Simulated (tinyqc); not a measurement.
Off-state leakage of single and stacked transistors: one step of the calculation.

n-channel devices of unit width. Subthreshold current I(Vg, Vs, Vd) = I0 (T/300 K)^0.5 exp[(Vg - Vs - VT(T) - gb (Vs - Vb) + dd (Vd - Vs))/(nf Vt)] (1 - exp(-(Vd - Vs)/Vt)), VT(T) = VT - cT (T - 300 K). Gate-edge tunnelling Ig (Vd/1 V) exp(ag (Vd - 1 V)), for a gate at 0 V, and band-to-band leakage Ab u exp(-Bb/u), u = Vd - Vb + 1 V, flow at a drain held at V; both are taken as independent of T. In a stack of off transistors (all gates at 0 V) the same subthreshold current passes through each.

Problem. New Vx. Stack of two, Vx the node between them: I_low = I(0, 0, Vx), I_up = I(0, Vx, V), f = ln(I_up/I_low), f' = -(1 + gb + 2 dd)/(nf Vt) - 1/(Vt (exp(Vx/Vt) - 1)) - 1/(Vt (exp((V - Vx)/Vt) - 1)), Vx(new) = Vx - f/f'.

Values chosen for this exercise; values of the order met in bulk silicon logic transistors:
- T = 358 K (temperature)
- V = 1.1 V (supply voltage)
- VT = 0.36 V (threshold at 300 K, zero drain and body bias)
- cT = 0.5 mV/K (fall of the threshold with temperature)
- I0 = 0.99 uA/um (current at threshold at 300 K)
- nf = 1.17 (slope factor)
- dd = 0.06 (drain-induced lowering per volt)
- gb = 0.2 (rise of the threshold per volt of source-body bias)
- Vb = -0.6 V (body voltage)

Constants: q = 1.602176634e-19 C, kB = 1.380649e-23 J/K, Vt = kB T/q. Results are converted to the units shown.

Vx at the start = 0.05 V

Give: I_low; I_up; f; f'; Vx after iteration 1.

Solution.

I_low = 0.003531 nA/um
I_up = 0.004402 nA/um
f = 0.2203
f' = -44.56 1/V
Vx after iteration 1 = 0.05494 V

Computed by the program tinyqc: `OMP_NUM_THREADS=1 python tinyqc.py 2242209 2242210 out.jsonl`, one thread of a shared Intel Xeon 2.30GHz, about 0.04 s for the whole run.
